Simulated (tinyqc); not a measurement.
Inside a calculation: round or elliptic silicon nanowire with anisotropic valleys (Ritz method). Values are carried at full precision from step to step, so a last printed digit may differ when a step is redone from the rounded ones.

Wire along x = [100] on a (001) wafer, y = [010], z = [001]. Valley groups, two valleys each (w = inverse masses): A, axis along z: w_y = 1/mt, w_z = 1/ml, m_x = mt; B, axis along y: w_y = 1/ml, w_z = 1/mt, m_x = mt; C, axis along x: w_y = w_z = 1/mt, m_x = ml.

Constants: hbar^2/2m0 = 3.80998211 eV angstrom^2; kB = 8.617333262e-05 eV/K.

Parameters, chosen for this exercise (near those of a Si nanowire; the results hold for these values, not for the real material):
- ml = 0.906 m0 (longitudinal mass)
- mt = 0.193 m0 (transverse mass)
- a = 35 angstrom (semi-axis along y)
- b = 15 angstrom (semi-axis along z)
- group = C (valley group worked out)
- T = 300 K (temperature)

## Stretching the ellipse

Scaling y by 1/sqrt(w_y) and z by 1/sqrt(w_z) makes the mass 1 and the semi-axes A = a/sqrt(w_y), B = b/sqrt(w_z). List them with the one-function estimate 3c (1/A^2 + 1/B^2) and the slender limit c (pi/2s)^2 (1 + 2s/(pi l)), s and l the smaller and larger of A, B; c = hbar^2/2m0.

Groups:
```
group  g      A      B  axis ratio  one function (eV)  slender limit (eV)
A      2  15.38  14.28       1.077             0.1044              0.0734
B      2  33.31   6.59       5.055             0.2735              0.2437
C      2  15.38   6.59       2.333             0.3116              0.2755
```

The one-function value suits axis ratios near 1 and the slender limit ratios well above 2.

## Matrices of three even functions

Hard wall on the ellipse (y/a)^2 + (z/b)^2 = 1, c = hbar^2/2m0. With u = y/a, v = z/b the operator is -c [(w_y/a^2) d2/du2 + (w_z/b^2) d2/dv2] on the unit disc. Basis (1 - u^2 - v^2) u^i v^j; S, X and Y are the disc integrals of f f', (df/du)(df'/du) and (df/dv)(df'/dv), from the integral of u^p v^q = 2 Gamma((p+1)/2) Gamma((q+1)/2)/((p + q + 2) Gamma((p+q+2)/2)) for even p, q; H = c (w_y X/a^2 + w_z Y/b^2).

Basis 1, u^2, v^2 times (1 - u^2 - v^2); form S and H for the chosen group.

S, rows 1, u^2, v^2 and columns alike:
$$\begin{pmatrix}
1.047198 & 0.130900 & 0.130900 \\
0.130900 & 0.039270 & 0.013090 \\
0.130900 & 0.013090 & 0.039270
\end{pmatrix}$$

H (meV), rows 1, u^2, v^2 and columns alike:
$$\begin{pmatrix}
326.2608 & 54.3768 & 54.3768 \\
54.3768 & 28.8291 & 6.7971 \\
54.3768 & 6.7971 & 66.3303
\end{pmatrix}$$

## Lowest level in this basis

Solve H p = E S p for the wire level; give E, the ratios p2/p1 and p3/p1, and H11/S11.

E = 294.7 meV

ratios: [-0.87, -0.24]

one function = 311.6 meV

The two added functions lower the level by 16.8 meV (5.4 %), mostly by narrowing the state along u, the direction in which the stretched ellipse is long.

## Subbands

Converged values use 21 functions of each parity class (e or o in u, then in v).

The nine lowest levels of all groups and parity classes.

Subbands:
```
group, parity  g  m_x (m0)  E (eV)
A ee           2    0.1930  0.1006
A oe           2    0.1930  0.2460
B ee           2    0.1930  0.2469
A eo           2    0.1930  0.2649
C ee           2    0.9060  0.2944
B oe           2    0.1930  0.3134
B ee           2    0.1930  0.3919
A ee           2    0.1930  0.4508
A oo           2    0.1930  0.4588
```

At 300 K and without degeneracy the populations go as g sqrt(m_x) exp(-E/kB T): among these nine the lowest level holds 99 % and the light transport mass mt 100 % of the electrons. Levels above about 0.3 eV lie beyond parabolic valleys and hard walls.

## Checks

- Circle of radius a with both masses mt against c (2.404826/R)^2/m, eV: both 0.0932.

Program tinyqc; command `OMP_NUM_THREADS=1 python tinyqc.py 1281512 1281513 out.jsonl`; about 0.07 s on one thread of a shared Intel(R) Xeon(R) Processor @ 2.30GHz.
